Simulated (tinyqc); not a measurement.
Thermal stress, cracking, delamination and buckling of a thin film; Griffith cracks and misfitting inclusions: one step, computed by the program tinyqc.

Isotropic linear elasticity; the substrate is much thicker than the film; stress is positive in tension.

Task: Buckling of a debonded strip. A strip of half width w clamped at both edges buckles at sigma_c = (pi^2/12) Ebar (h/w)^2. Above it: height = h sqrt((4/3)(|s|/sigma_c - 1)), driving force at the edges G = G0 (1 - sigma_c/|s|)(1 + 3 sigma_c/|s|); below it both are 0. The smallest strip that buckles has w0 = pi h sqrt(Ebar/(12 |s|)).

Inputs (values chosen for the exercise, modelled on a silicon dioxide film on silicon): deposition temperature T_d = 600 K; final temperature T = 300 K; film thickness h = 0.39 micrometre; half width of a debonded strip w = 24 micrometre.

Ebar = 70.74452 GPa

film stress = -102.5706 MPa

G0 = 0.02899932 J/m^2

Give: buckling stress sigma_c; blister height; driving force at the edges; smallest buckling half width w0.

Result:

buckling stress sigma_c = 15.364 MPa

blister height = 1.0729 micrometre

driving force at the edges = 0.035735 J/m^2

smallest buckling half width w0 = 9.2888 micrometre
